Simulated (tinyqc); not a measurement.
Inside a calculation. Method: tight binding, dimerised chain. One step of it, computed by the program tinyqc.

Problem. Levels at k. Diagonalise the Hermitian matrix.

H(k) at k (eV), order A, B:
$$\begin{pmatrix}
0.000000 & -2.600461+1.286949i \\
-2.600461-1.286949i & 0.000000
\end{pmatrix}$$

Give: eigenvalues; weights |c|^2 of the basis functions.

Solution.

eigenvalues (eV): [-2.901, 2.901]

weights |c|^2 of the basis functions, order A, B:
$$\begin{pmatrix}
0.500 & 0.500 \\
0.500 & 0.500
\end{pmatrix}$$
